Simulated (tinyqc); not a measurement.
# Screening length from the swing

Inverse problem. In a simple model of a Schottky-barrier transistor a barrier thinner than d = 4.9 nm is transparent, so the effective barrier is pn - psi (1 - exp(-d/lam)) and the swing beyond flat band is Vt ln 10/(1 - exp(-d/lam)). Find the thermionic swing, lam, and the effective barrier at psi = 0.2 V.

Values chosen for this exercise:
```
symbol  value  unit                                 meaning
T         300     K                             temperature
pn       0.45    eV  barrier for electrons at both contacts
```

Constants: q = 1.602176634e-19 C, kB = 1.380649e-23 J/K, Vt = kB T/q. Results are converted to the units shown.

swing in the tunnelling range = 79.010074 mV/decade

Answer. The ratio of the two swings is 1 - exp(-d/lam).

Vt ln 10 = 59.5 mV/decade
lam = 3.50 nm
effective barrier = 0.299 eV

Computed by the program tinyqc: `OMP_NUM_THREADS=1 python tinyqc.py 2390068 2390069 out.jsonl`, one thread of a shared Intel Xeon 2.30GHz, about 0.07 s for the whole run.
